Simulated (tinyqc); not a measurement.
Round nanowire with a gate all round, subbands and threshold shift from confinement: two steps of the calculation.

Undoped body with a flat potential across it, hard walls, transport along x. Three valley pairs (g = 2 each) with the longitudinal mass along x, y or z. Non-parabolicity enters the subband edges through E (1 + al E) = gamma, so E = 2 gamma/(1 + sqrt(1 + 4 al gamma)); motion within a subband is taken as parabolic with the band-edge mass. Energies are counted from the bulk band edge.

Inputs (values chosen for the exercise); masses close to those of silicon:
```
symbol,value,unit,meaning
T,300,K,temperature
ml,0.911,m0,longitudinal mass
mt,0.192,m0,transverse mass
al,0.5,1/eV,non-parabolicity
t,5.1,nm,diameter
dl,0.3,nm,widening of the box by penetration into the insulator
```

Constants: q = 1.602176634e-19 C, kB = 1.380649e-23 J/K, hbar = 1.054571817e-34 J s, m0 = 9.1093837015e-31 kg, Vt = kB T/q, hbar^2/(2 m0) = 0.0380998212 eV nm^2. Results are converted to the units shown.

Problem 1. Lowest subbands. gamma = C (2 z/(t + dl))^2 (1/my + 1/mz)/2, z the zeros of the Bessel functions J_l (2.404826, 3.831706, 5.135622, 5.520078, ...), twofold for l > 0; the mean inverse mass is an approximation for anisotropic valleys, C = hbar^2/(2 m0). List the 6 lowest, labelled by valley axis and quantum numbers, with degeneracy g and N_k: N_k = g sqrt(2 mx m0 kB T/(pi hbar^2)).

Give: E_k; g; N_k.

Solution 1.

```
subband	E_k (eV)	g	N_k (cm^-1)
y0,1	0.09115	2	4.073e6
z0,1	0.09115	2	4.073e6
x0,1	0.1467	2	8.872e6
y1,1	0.2181	4	8.146e6
z1,1	0.2181	4	8.146e6
x1,1	0.3414	4	1.774e7
```

Problem 2. Threshold shift. Each subband has N_k = g sqrt(2 mx m0 kB T/(pi hbar^2)); without degeneracy n = exp(EF/Vt) sum N_k exp(-E_k/Vt). Classical value Nc times pi t^2/4, Nc = sum over valleys of 2 g (m m0 kB T/(2 pi hbar^2))^1.5 with m = (mx my mz)^(1/3). Threshold shift dVT = Vt ln(classical value/sum N_k exp(-E_k/Vt)). Use the subbands listed.

```
subband	E_k (eV)	N_k (cm^-1)
y0,1	0.091145297	4.0727831e6
z0,1	0.091145297	4.0727831e6
x0,1	0.14666518	8.8715571e6
y1,1	0.21814522	8.1455661e6
z1,1	0.21814522	8.1455661e6
x1,1	0.34137900	1.7743114e7
```

Give: shares; sum N_k exp(-E_k/Vt); Nc; classical value; dVT.

Solution 2.

shares, subband y0,1 to x1,1 (%): 43.78  43.78  11.14  0.64  0.64  0.01
sum N_k exp(-E_k/Vt) = 2.738e5 cm^-1
Nc = 2.759e19 cm^-3
classical value = 5.637e6 cm^-1
dVT = 78.19 mV

Range of the model: For the strongly anisotropic y and z valleys the mean inverse mass serves only for l = 0; pairs with l > 0 really split widely.

Computed by the program tinyqc: `OMP_NUM_THREADS=1 python tinyqc.py 2350044 2350045 out.jsonl`, one thread of a shared Intel Xeon 2.30GHz, about 0.2 s for the whole run.
